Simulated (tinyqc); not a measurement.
When the interface binds a state: heterojunction of two tight-binding chains.

Left chain: hopping -t1, sites at 2 t1 (band bottom 0). Right chain: hopping -t2, sites at dE + 2 t2 (bottom dE). t = c/(m a^2), c = hbar^2/2m0. The bond across the interface is -tc with tc = f sqrt(t1 t2), and the last left site has the extra energy U. In a chain E = bottom + 2t (1 - cos(ka)); the surface Green function of a half chain is g = -exp(ika)/t, with Im k > 0 where cos(ka) > 1.

Constants: hbar^2/2m0 = 3.80998211 eV angstrom^2.

Parameters, chosen for this exercise (masses and offset of the size met at InAs / GaSb; the results hold for these values, not for the real material): a = 3 angstrom (site spacing); m1 = 0.028 m0 (mass on the left); m2 = 0.04 m0 (mass on the right); dE = 0.76 eV (band offset); f = 0.9 (factor on the interface hopping).

A state below both bands solves E - 2 t1 - U - S1(E) - S2(E) = 0 for E < 0, with S1 = -t1 z1, S2 = -(tc^2/t2) z2 and |z| < 1 the decaying root of z + 1/z = 2 - (E - bottom)/t. Decay lengths -a/ln|z|. The threshold is the U that solves the equation at E = 0. A dash: no bound state.

Interface state:

| U (eV) | E (eV) | decay left (angstrom) | decay right (angstrom) |
|---|---|---|---|
| -1.72 | - | - | - |
| -3.45 | - | - | - |
| -5.17 | - | - | - |
| -6.32 | -0.0190 | 84.7 | 11.1 |
| -7.47 | -0.1376 | 31.5 | 10.3 |
| -9.19 | -0.4446 | 17.5 | 8.9 |
| -11.49 | -1.0349 | 11.5 | 7.3 |
| -17.23 | -3.2359 | 6.5 | 5.0 |

threshold U = -5.7440 eV

What can be read from this table?

The step and the weakened interface bond push the state out, so an attraction must exceed 5.7440 eV to bind; 5 of the 8 rows are bound. At U = -17.23 eV the state decays over 6.5 angstrom to the left and 5.0 to the right, where the band lies higher.

Run: tinyqc, `OMP_NUM_THREADS=1 python tinyqc.py 1480588 1480589 out.jsonl`; Intel(R) Xeon(R) Processor @ 2.30GHz, one thread, shared host; about 0.01 s of CPU time with all checks.
